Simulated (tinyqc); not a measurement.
Film, cylinder and sphere at the same misfit: thermal stress, cracking, delamination and buckling of a thin film; Griffith cracks and misfitting inclusions. Computed by tinyqc, a small Python program. Command: `OMP_NUM_THREADS=1 python tinyqc.py 3003034 3003035 out.jsonl filmcrack walk`. One thread of a shared host (Intel(R) Xeon(R) Processor @ 2.30GHz), about 0.01 s of CPU time with the checks.

Isotropic linear elasticity; the substrate is much thicker than the film; stress is positive in tension.

Inputs (values chosen for the exercise, modelled on a porous low-k oxide on silicon):

| quantity | value | unit |
|---|---|---|
| film Young's modulus E | 7.67 | GPa |
| film Poisson ratio nu | 0.24 | - |
| film expansion alpha_f | 11.8 | 1e-6/K |
| substrate expansion alpha_s | 3.1 | 1e-6/K |
| deposition temperature T_d | 600 | K |
| final temperature T | 300 | K |
| intrinsic stress | -14 | MPa |
| film thickness h | 0.86 | micrometre |
| substrate Young's modulus E_s | 133 | GPa |
| substrate Poisson ratio nu_s | 0.21 | - |

Method. Thermal strain = (alpha_f - alpha_s)(T_d - T); stress = E/(1 - nu) x strain + intrinsic stress; plane-strain modulus Ebar = E/(1 - nu^2); G0 = stress^2 h/(2 Ebar) is the energy freed per area when a long strip loses its stress across its width. Thermal misfit e alone, mean stress = trace/3 and largest difference of principal stresses inside. Film: E e/(1 - nu) in two directions, 0 in the third. Cylinder: s0 = (1 + nu) e/[(1 + nu)(1 - 2 nu)/E + (1 + nu_s)/E_s] twice and s_zz = E e + 2 nu s0. Sphere: e/[(1 - 2 nu)/E + (1 + nu_s)/(2 E_s)] three times.

thermal strain = 0.00261

Stresses inside (MPa):

| shape | s1 | s2 | s3 | mean | largest difference |
|---|---|---|---|---|---|
| film | 26.340 | 26.340 | 0.000 | 17.560 | 26.340 |
| cylinder | 34.738 | 34.738 | 36.693 | 35.390 | 1.955 |
| sphere | 36.077 | 36.077 | 36.077 | 36.077 | 0.000 |

What does the comparison show, and why?

The mean stress in size is 18 MPa in the film, 35 in the cylinder and 36 in the sphere, while the largest difference, twice the largest shear stress, goes from 26 through 2 to 0. In a ductile solid shear can relax by slip and hydrostatic stress cannot, so a confined metal builds up the triaxial stress that opens voids.

Extremes, crossings and ranges named in words are read from the listed rows.
